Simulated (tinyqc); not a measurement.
Biaxially strained (001) channel, valley splitting in an inversion layer: two steps of the calculation.

A thin layer grown on a relaxed buffer is stretched in the plane. The two valleys with their long axis along the growth direction (D2) sink against the four in-plane ones (D4); confinement in a triangular well splits them too. Only the lowest subband of each set is kept; one relaxation time, so the weakening of intervalley scattering is left out.

Parameters, values chosen for the exercise; values close to those of silicon on relaxed silicon-germanium:

| symbol | value | unit | meaning |
|---|---|---|---|
| T | 300 | K | temperature |
| ml | 0.892 | m0 | longitudinal mass |
| mt | 0.186 | m0 | transverse mass |
| Ns | 9.5e12 | cm^-2 | inversion density |

Constants: q = 1.602176634e-19 C, kB = 1.380649e-23 J/K, Vt = kB T/q. Results are converted to the units shown.

Question 1. Fermi level by Newton steps. f = N2 ln(1 + exp((EF - E2)/Vt)) + N4 ln(1 + exp((EF - E4)/Vt)) - Ns, f' = [N2/(1 + exp((E2 - EF)/Vt)) + N4/(1 + exp((E4 - EF)/Vt))]/Vt, EF(new) = EF - f/f'.

EF at the start = 0.118 eV
E2 = 0.11820235 eV
E4 = 0.46790267 eV
N2 = 4.0173001e12 cm^-2
N4 = 1.7595039e13 cm^-2

Wanted: f; f'; EF after iteration 1.

Answer 1.

f = -6.7311e12 cm^-2
f' = 7.7395e13 cm^-2/eV
EF after iteration 1 = 0.20497 eV

Question 2. Share of the light valleys and conductivity mass. EF solves Ns = N2 ln(1 + exp((EF - E2)/Vt)) + N4 ln(1 + exp((EF - E4)/Vt)); f2 is the share in D2, and 1/mc = f2/mt + (1 - f2)(1/mt + 1/ml)/2.

EF = 0.17678366 eV
E2 = 0.11820235 eV
N2 = 4.0173001e12 cm^-2

Give: f2; mc.

Answer 2.

f2 = 1.000
mc = 0.1860 m0

tinyqc, about 0.01 s, one thread, Intel Xeon 2.30GHz (shared host): `OMP_NUM_THREADS=1 python tinyqc.py 2530134 2530135 out.jsonl`
